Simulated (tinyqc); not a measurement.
A log to judge: BCS gap equation with a constant attraction inside the Debye window. Computed by tinyqc. Command: `OMP_NUM_THREADS=1 python tinyqc.py 3021966 3021967 out.jsonl bcs walk`. One thread of a shared host (Intel(R) Xeon(R) Processor @ 2.30GHz), about 0.01 s of CPU time with the checks.

Pairs attract with strength V for |xi| < k_B Theta; N(0) is the density of states for one spin. Energies are given as temperatures (E/k_B, in K) unless marked.

Inputs (values chosen for the exercise, modelled on tantalum): coupling N(0)V = 0.24; Debye temperature Theta = 258 K; temperature T = 1.68 K.

Solver: fixed point.

Method. Gap equation: 1/(N(0)V) = I(Delta, T) = int_0^Theta tanh(E/2T)/E d xi, E = sqrt(xi^2 + Delta^2); 64 Gauss-Legendre points in y with xi = max(Delta, T) sinh(y). Residual r = N(0)V I - 1, with Delta_0 = Theta/sinh(1/(N(0)V)). Fixed point: Delta(new) = Delta (1 + r), from Delta_0. Stop when |r| < 1e-9 or after 40 steps.

Iterations:
```
step  Delta (K)    residual r
1       7.98363  -1.76306e-03
2       7.96956  -1.36105e-03
3       7.95871  -1.05088e-03
4       7.95035  -8.11493e-04
5       7.94390  -6.26700e-04
6       7.93892  -4.84025e-04
7       7.93507  -3.73853e-04
8       7.93211  -2.88771e-04
9       7.92982  -2.23060e-04
...         ...           ...
32      7.92207  -5.89383e-07
33      7.92206  -4.55321e-07
34      7.92206  -3.51752e-07
35      7.92205  -2.71742e-07
36      7.92205  -2.09931e-07
37      7.92205  -1.62179e-07
38      7.92205  -1.25290e-07
39      7.92205  -9.67909e-08
40      7.92205  -7.47746e-08
```

Can the last value be used, and what does the course show?

No. Not converged: the residual falls at every step, but slowly, by a factor of about 0.773 a step. The update changes Delta only by the factor 1 + r, and r varies only weakly with Delta. Reruns converge with solver = secant; or with solver = bisection.
